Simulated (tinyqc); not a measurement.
Raising U: Hubbard chain of 4 sites, mean field against exact. Computed by the program tinyqc. 

one-body matrix (hopping and site energies) (eV):
```
         1        2        3        4
1   0.0000  -1.4900   0.0000   0.0000
2  -1.4900   0.0000  -1.4900   0.0000
3   0.0000  -1.4900   0.0000  -1.4900
4   0.0000   0.0000  -1.4900   0.0000
```

electrons, up and down: 2  2

Collinear unrestricted mean field (the lowest of 40 random starts) against exact diagonalisation.

Exact and mean-field results (eV):

| U | U/t | E exact | E mean field | mean \|n_up - n_down\| | double occupancy, exact | first gap in the sector |
|---|---|---|---|---|---|---|
| 0.7400 | 0.4966 | -5.961629 | -5.923483 | 0.0000 | 0.2243 | 1.6363 |
| 1.4900 | 1.0000 | -5.327295 | -5.173483 | 0.0000 | 0.1988 | 1.4582 |
| 2.9800 | 2.0000 | -4.285155 | -3.720586 | 0.3935 | 0.1521 | 1.1753 |
| 4.4700 | 3.0000 | -3.497666 | -2.744569 | 0.6966 | 0.1138 | 0.9639 |
| 5.9600 | 4.0000 | -2.910187 | -2.137139 | 0.8199 | 0.0849 | 0.8050 |
| 8.9400 | 6.0000 | -2.133584 | -1.461693 | 0.9177 | 0.0494 | 0.5924 |
| 11.9200 | 8.0000 | -1.664587 | -1.105684 | 0.9534 | 0.0312 | 0.4629 |
| 17.8800 | 12.0000 | -1.144422 | -0.741527 | 0.9792 | 0.0152 | 0.3185 |
| 29.8000 | 20.0000 | -0.698244 | -0.446253 | 0.9925 | 0.0057 | 0.1944 |

In absolute terms mean field is worst at U/t = 4.0, 0.773 eV too high: at small U it is nearly exact, and at large U it misses only exchange-scale energies. Its local moments set in at U/t = 2.0 of those listed, a broken symmetry that the exact state of a finite cluster with equal spins does not have. Relative to the exact energy its error is 0.6 % at the smallest U, 36 % at most and 36 % at the largest. The double occupancy falls from 0.224 to 0.006; at the largest U the first gap is 0.65 times the exchange scale 4t^2/U.
